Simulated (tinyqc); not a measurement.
p-n diode, drift-diffusion by the Gummel loop with Scharfetter-Gummel fluxes: two steps of the calculation.

Abrupt junction at x = 0, p side from -Lp, n side to Ln, ohmic contacts. psi is counted from the intrinsic level; n = ni exp((psi - phin)/Vt), p = ni exp((phip - psi)/Vt). Contacts: p side psi = V - Vt ln(Na/ni), p = Na, n = ni^2/Na; n side psi = Vt ln(Nd/ni), n = Nd, p = ni^2/Nd. Constant mobilities, D = mu Vt, Boltzmann statistics, SRH recombination through a mid-gap level, U = (n p - ni^2)/(tp (n + ni) + tn (p + ni)). Current is positive from the p contact to the n contact.

Inputs (values chosen for the exercise); band and dielectric values close to those of cadmium telluride: temperature T = 350 K; relative permittivity eps_r = 10.1; acceptor density of the p side Na = 7e16 cm^-3; donor density of the n side Nd = 2.5e17 cm^-3; hole mobility mup = 40 cm^2/(V s); SRH lifetime of electrons tn = 4e-7 s; SRH lifetime of holes tp = 8e-7 s; uniform generation rate G = 0 cm^-3 s^-1; bias of the p contact V = 0.77 V.

Constants: q = 1.602176634e-19 C, kB = 1.380649e-23 J/K, Vt = kB T/q, eps0 = 8.8541878128e-14 F/cm where lengths are in cm. Results are converted to the units shown.

Task 1. Poisson equation. With phin and phip held, solve a_i (psi_(i+1) - psi_i) - a_(i-1) (psi_i - psi_(i-1)) + q w_i (p_i - n_i + C_i) = 0 for the inner nodes by Newton steps to convergence; a_i = eps0 eps_r/h_i, h_i = x_(i+1) - x_i, w_i = (h_(i-1) + h_i)/2, C = -Na or +Nd.

| node | x (nm) | phin at the start (V) | phip at the start (V) |
|---|---|---|---|
| 0 | -460 | 0.77 | 0.77 |
| 1 | -315 | 0 | 0.77 |
| 2 | -211 | 0 | 0.77 |
| 3 | -135 | 0 | 0.77 |
| 4 | -79.4 | 0 | 0.77 |
| 5 | -39.5 | 0 | 0.77 |
| 6 | -10.5 | 0 | 0.77 |
| 7 | 10.5 | 0 | 0.77 |
| 8 | 47.7 | 0 | 0.77 |
| 9 | 113 | 0 | 0.77 |
| 10 | 230 | 0 | 0.77 |
| 11 | 436 | 0 | 0.77 |
| 12 | 800 | 0 | 0 |

ni = 1.2526711e8 cm^-3

Give: psi; n after Poisson; p after Poisson.

Result 1.

| node | psi (V) | n after Poisson (cm^-3) | p after Poisson (cm^-3) |
|---|---|---|---|
| 0 | 0.1625 | 0.2242 | 7.000e16 |
| 1 | 0.1625 | 2.742e10 | 7.000e16 |
| 2 | 0.1625 | 2.744e10 | 6.995e16 |
| 3 | 0.1631 | 2.799e10 | 6.858e16 |
| 4 | 0.1729 | 3.867e10 | 4.964e16 |
| 5 | 0.2494 | 4.883e11 | 3.931e15 |
| 6 | 0.4232 | 1.556e14 | 1.234e13 |
| 7 | 0.6151 | 9.009e16 | 2.131e10 |
| 8 | 0.6448 | 2.415e17 | 7.949e9 |
| 9 | 0.6459 | 2.499e17 | 7.681e9 |
| 10 | 0.6459 | 2.500e17 | 7.678e9 |
| 11 | 0.6459 | 2.500e17 | 7.678e9 |
| 12 | 0.6459 | 2.500e17 | 0.06277 |

Task 2. Hole continuity. With psi and the new n held, F_i = (mup Vt/h_i) [p_(i+1) B(-d_i) - p_i B(d_i)], d_i = (psi_(i+1) - psi_i)/Vt, B(d) = d/(exp(d) - 1); solve F_i - F_(i-1) = w_i [(n_i p_i - ni^2)/den_i - G] for the new p, with den = tp (n + ni) + tn (p + ni) taken at the new n and the old p, h_i = x_(i+1) - x_i, w_i = (h_(i-1) + h_i)/2; phip = psi + Vt ln(p/ni).

| node | x (nm) | psi (V) | new n (cm^-3) | p after Poisson (cm^-3) |
|---|---|---|---|---|
| 0 | -460 | 0.16252459 | 0.22416928 | 7e16 |
| 1 | -315 | 0.16252494 | 1.0428253e10 | 6.9999170e16 |
| 2 | -211 | 0.16254508 | 1.7917479e10 | 6.9952451e16 |
| 3 | -135 | 0.16314282 | 2.3796839e10 | 6.8579739e16 |
| 4 | -79.4 | 0.17288943 | 3.7595767e10 | 4.9642178e16 |
| 5 | -39.5 | 0.24937327 | 4.8790160e11 | 3.9312622e15 |
| 6 | -10.5 | 0.42322000 | 1.5557365e14 | 1.2338130e13 |
| 7 | 10.5 | 0.61508491 | 9.0088615e16 | 2.1306697e10 |
| 8 | 47.7 | 0.64482147 | 2.4146681e17 | 7.9492949e9 |
| 9 | 113 | 0.64585726 | 2.4990343e17 | 7.6809306e9 |
| 10 | 230 | 0.64586887 | 2.4999962e17 | 7.6779755e9 |
| 11 | 436 | 0.64586891 | 2.4999998e17 | 7.6779650e9 |
| 12 | 800 | 0.64586891 | 2.5e17 | 0.062767399 |

ni = 1.2526711e8 cm^-3

Give: new p; phip after round 1.

Result 2.

| node | new p (cm^-3) | phip after round 1 (V) |
|---|---|---|
| 0 | 7.000e16 | 0.7700 |
| 1 | 7.000e16 | 0.7700 |
| 2 | 6.995e16 | 0.7700 |
| 3 | 6.858e16 | 0.7700 |
| 4 | 4.964e16 | 0.7700 |
| 5 | 3.931e15 | 0.7700 |
| 6 | 1.234e13 | 0.7700 |
| 7 | 2.127e10 | 0.7700 |
| 8 | 7.702e9 | 0.7690 |
| 9 | 6.805e9 | 0.7663 |
| 10 | 5.643e9 | 0.7607 |
| 11 | 3.602e9 | 0.7472 |
| 12 | 0.06277 | 0.0000 |

Program tinyqc, `OMP_NUM_THREADS=1 python tinyqc.py 2240144 2240145 out.jsonl`; Intel Xeon 2.30GHz, shared host, one thread, about 0.2 s.
